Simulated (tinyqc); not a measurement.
Worked calculation: dopants and charged point defects at anneal temperature: Fermi-level effect, clustering and pairing. Computed by tinyqc, a small Python program that keeps every step. Command: `OMP_NUM_THREADS=1 python tinyqc.py 3005828 3005829 out.jsonl pairing walk`. One thread of a shared host (Intel(R) Xeon(R) Processor @ 2.30GHz), about 0.02 s of CPU time with the checks. Intermediate numbers are printed to about 5 digits and carried at full precision; extremes and crossings named in words are read from the listed rows.

Boltzmann statistics and full ionisation of active dopants. Energies are counted from the valence band; the defect (a vacancy or self-interstitial) has five charge states, with all degeneracy factors one.

Inputs (values chosen for the exercise, for a model semiconductor): gap at 0 K E_g0 = 1.45 eV; Varshni alpha = 0.000543 eV/K; Varshni beta = 187 K; electron mass m_e = 0.0664 m_0; valleys M_c = 1; hole mass m_h = 0.543 m_0; anneal temperature T = 1040 K; total dopant density N = 4.9e+20 cm^-3; formation enthalpy of the neutral defect H_f = 3.75 eV; formation entropy S_f = 5.2 k_B; site density N_s = 3.8e+22 cm^-3; intrinsic dopant diffusivity D_i = 2.1e-16 cm^2/s; anneal time t = 50 s; dopant atoms per cluster k = 2; cluster binding energy E_b = 1.32 eV.

Dopant: donor. Second part: clustering of the dopant.

defect levels as fractions of E_g(T): (2+/+), (+/0), (0/-), (-/2-): [0.077, 0.27, 0.52, 0.81]

Constants: m_0 = 9.1093837015e-31 kg; k_B = 1.380649e-23 J/K; h = 6.62607015e-34 J s; k_B = 8.617333262e-05 eV/K.

## The host at the anneal temperature

E_g = E_g0 - alpha T^2/(T + beta). N_c = 2 M_c (2 pi m_e k_B T/h^2)^(3/2) and N_v = 2 (2 pi m_h k_B T/h^2)^(3/2), masses in units of m_0. n_i = sqrt(N_c N_v) exp(-E_g/2 k_B T); E_i = E_g/2 + (k_B T/2) ln(N_v/N_c).

E_g = 0.97135 eV

k_B T = 0.089620 eV

n_i = 5.9378e+16 cm^-3

E_i = 0.62692 eV

effective density of states N_b of the majority band = 2.7714e+18 cm^-3

## Active and clustered dopant

n = A/2 + sqrt(A^2/4 + n_i^2) for an active density A. k ionised dopants and k carriers form one neutral cluster: C = N_s (A/N_s)^k (n/N_b)^k exp(E_b/k_B T), N_b the effective density of states of the majority band, and N = A + k C (60 bisections in ln A between ln N - 90 and ln N).

active density A = 2.3108e+18 cm^-3

clusters C = 2.4384e+20 cm^-3

active share = 0.0047160

100 % of the dopant is lost to clusters.

## Carrier density and Fermi level

chi = n/n_i (for acceptors n_i/p); E_F = E_i + k_B T ln chi; field enhancement h = 1 + A/sqrt(A^2 + 4 n_i^2).

n = 2.3123e+18 cm^-3

chi = 38.943

E_F = 0.95512 eV

field enhancement h = 1.9987

The doping is 38.9 n_i: extrinsic conditions.

## Charged defects

C_0 = N_s exp(S_f/k_B) exp(-H_f/k_B T). Ratios to the neutral state at E_F = E_i: r_+ = exp((E(+/0) - E_i)/k_B T), r_2+ = r_+ exp((E(2+/+) - E_i)/k_B T), r_- = exp((E_i - E(0/-))/k_B T), r_2- = r_- exp((E_i - E(-/2-))/k_B T); at other E_F state q scales as chi^(-q). The enhancement is sum r_q chi^(-q)/sum r_q. The charge on the defects is left out of neutrality.

neutral defects C_0 = 4.6327e+06 cm^-3

Charge states:
```
state     ratio r  intrinsic (cm^-3)  doped (cm^-3)
2+     3.6085e-05         1.6717e+02     1.1023e-01
+      1.7096e-02         7.9202e+04     2.0338e+03
0      1.0000e+00         4.6327e+06     4.6327e+06
-      3.8934e+00         1.8037e+07     7.0242e+08
2-     6.5405e-01         3.0300e+06     4.5952e+09
```

all defects, doped = 5.3023e+09 cm^-3

enhancement over intrinsic = 205.68

mean charge = -1.8658 e

Doping leaves the neutral state alone and multiplies the total by 206; the most common state is 2- (in intrinsic material -).

## Dopant diffusivity

If every charge state of the defect carries the dopant equally well, D = D_i x enhancement x h x (active share A/N, a rough stand-in that overstates the dA/dN which immobile clusters call for), D_i being an input held fixed when T or H_f is moved; diffusion length 2 sqrt(D t).

effective diffusivity D = 4.0712e-16 cm^2/s

D/D_i = 1.9387

diffusion length = 2.8535 nm

## Against doping

chi = n/n_i; h = 1 + A/sqrt(A^2 + 4 n_i^2); the dopant diffusivity over its intrinsic value is D/D_i = enhancement x h x A/N, if every charge state carries the dopant equally well.

Trend at the anneal temperature:
```
N (cm^-3)  active A (cm^-3)     chi  defect enhancement  mean charge   D/D_i
1.80e+15         1.7998e+15   1.015                1.01      -0.9363  1.0295
9.30e+15         9.2939e+15   1.081                1.08      -0.9554  1.1598
4.90e+16         4.8683e+16   1.491                1.49      -1.0521  2.0363
2.50e+17         2.1098e+17   3.815                4.56      -1.3354  7.2032
1.30e+18         4.6632e+17   7.979               13.25      -1.5513  9.3554
6.90e+18         7.7168e+17  13.073               29.41      -1.6768  6.5406
3.60e+19         1.1933e+18  20.147               61.98      -1.7668  4.0990
1.90e+20         1.8209e+18  30.699              132.43      -1.8351  2.5356
9.80e+20         2.7496e+18  46.329              284.87      -1.8849  1.5978
```

Well below n_i = 5.94e16 cm^-3 chi and the enhancement are near 1. At any doping d ln(enhancement)/d ln chi equals minus the mean charge, which goes from -0.94 to -1.88 over the rows. Clustering bends A over: its exponent in N falls to 0.25, towards 1/(2k) = 0.250, and D/D_i peaks at N = 1.3e18 cm^-3.

## Activation against anneal temperature

The formulas are those given above.

Equilibrium activation:
```
T (K)  n_i (cm^-3)  active A (cm^-3)  clusters C (cm^-3)  active share
620     8.8746e+13        1.2960e+17          2.4494e+20      0.000264
730     9.5633e+14        3.7150e+17          2.4481e+20      0.000758
830     4.9513e+15        7.6943e+17          2.4462e+20      0.001570
940     2.0678e+16        1.4488e+18          2.4428e+20      0.002957
1040    5.9378e+16        2.3108e+18          2.4384e+20      0.004716
1140    1.4366e+17        3.4156e+18          2.4329e+20      0.006971
1250    3.2670e+17        4.9084e+18          2.4255e+20      0.010017
```

The active share goes from 2.64e-4 at 620 K to 0.0100 at 1250 K, so a layer activated by a hot, short anneal is metastable and deactivates in later, cooler steps if the dopant can move. Over the first three rows, where most dopant is clustered, a fit of ln A rises with slope 0.376 eV against -1/k_B T, near E_b/(2k) = 0.330 eV plus 0.75 k_B T.

Checks made by the program: conservation of the dopant (relative difference below 1e-10); ratios against Boltzmann factors of formation energies at E_F (relative difference below 1e-10).
